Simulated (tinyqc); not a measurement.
# Changing the step factor eta

Model: geometry relaxation of a small cluster. Computed by tinyqc, a small Python program. Command: `OMP_NUM_THREADS=1 python tinyqc.py 3010954 3010955 out.jsonl relax sweep`. One thread of a shared host (Intel(R) Xeon(R) Processor @ 2.30GHz), about 0.09 s of CPU time with the checks.

E = sum_(i<j) phi(r_ij), phi(r) = eps [exp(-2 alpha (r - r0)) - 2 exp(-alpha (r - r0))]; the force on i is -sum_j phi'(r_ij) (R_i - R_j)/r_ij.

Inputs (values chosen for the exercise, for model atoms):

| quantity | value | unit |
|---|---|---|
| length r0 | 3.02 | angstrom |
| well depth eps | 0.61 | eV |
| stiffness alpha | 1.37 | 1/angstrom |
| largest number of steps | 500 | - |

Potential: Morse. Method: steepest descent.

starting positions (angstrom):
```
           x      y      z
atom 1  0.24  -0.26      0
atom 2  3.02   0.21   0.22
atom 3  1.53   2.47  -0.07
```

Method:
- Steepest descent: R(new) = R + eta F.
- No atom moves more than 0.3 angstrom a step (the whole step is scaled). Stop when the largest force component is below 1e-5 eV/angstrom.
- Hessian at the final positions by central differences of the forces; six eigenvalues vanish (translations and rotations). Steepest descent is stable for eta below 2/lambda_max and contracts the softest mode by 1 - eta lambda_min a step.

One run for each value:

| step factor eta (angstrom^2/eV) | steps | final energy (eV) | largest stable eta (angstrom^2/eV) |
|---|---|---|---|
| 0.048 | 58 | -1.83 | 0.29114 |
| 0.070 | 38 | -1.83 | 0.29114 |
| 0.100 | 25 | -1.83 | 0.29114 |
| 0.150 | 14 | -1.83 | 0.29114 |
| 0.210 | 10 | -1.83 | 0.29115 |

Describe and explain the trends.

Over the rows, steps falls from 58.0 to 10.0 (exponent d ln y / d ln x -1.1 between the first rows and -1.0 between the last). The final energy is the same in every row; the largest stable eta for plain steepest descent is 0.291. Well below that limit the count falls about as 1/eta; above it the steps overshoot and the run cannot settle, so such values give no row. Left out: 0.310, 0.450, 0.660, 0.960 (the iteration did not converge within its cap).

Extremes, crossings and ranges named in words are read from the listed rows.
